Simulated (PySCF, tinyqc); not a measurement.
Coupled-perturbed Hartree-Fock on RHF in the sto-3g basis, for Be, spin multiplicity 1, step by step. The lowest restricted solution is unstable here: a spin-polarised one lies 0.0012 hartree lower (PySCF). One step of it, computed by the program tinyqc.

Question. Coupled step 1. U_ai = -(mu_ai + sum_bj [4 (ai|bj) - (ab|ij) - (aj|bi)] U_bj) / (e_a - e_i); alpha = -4 sum U_ai mu_ai.

uncoupled U:
```
           i1         i2
a3   0.000000   0.000000
a4  -0.031325  -2.661708
a5   0.000000   0.000000
```

dipole integrals <a|y|i> (bohr):
```
          i1        i2
a3  0.000000  0.000000
a4  0.147388  1.264640
a5  0.000000  0.000000
```

orbital energies (hartree): MO1 -4.483992, MO2 -0.254038, MO3 0.221086, MO4 0.221086, MO5 0.221086

Two-electron integrals over orbitals (pq|rs), unique and non-zero (hartree):
```
(11|11) 2.275334    (21|11) -0.253330   (21|21) 0.044298    (22|11) 0.571236
(22|21) -0.014244   (22|22) 0.404138    (31|31) 0.015599    (32|31) 0.020563
(32|32) 0.086809    (33|11) 0.569229    (33|21) -0.008940   (33|22) 0.409597
(33|33) 0.449859    (41|41) 0.015599    (42|41) 0.020563    (42|42) 0.086809
(43|43) 0.024249    (44|11) 0.569229    (44|21) -0.008940   (44|22) 0.409597
(44|33) 0.401360    (44|44) 0.449859    (51|51) 0.015599    (52|51) 0.020563
(52|52) 0.086809    (53|53) 0.024249    (54|54) 0.024249    (55|11) 0.569229
(55|21) -0.008940   (55|22) 0.409597    (55|33) 0.401360    (55|44) 0.401360
(55|55) 0.449859
```

Give: U after step 1; polarisability.

Answer.

U after step 1:
```
       i1      i2
a3  0.000   0.000
a4  0.005  -3.493
a5  0.000   0.000
```

polarisability = 17.665 bohr^3
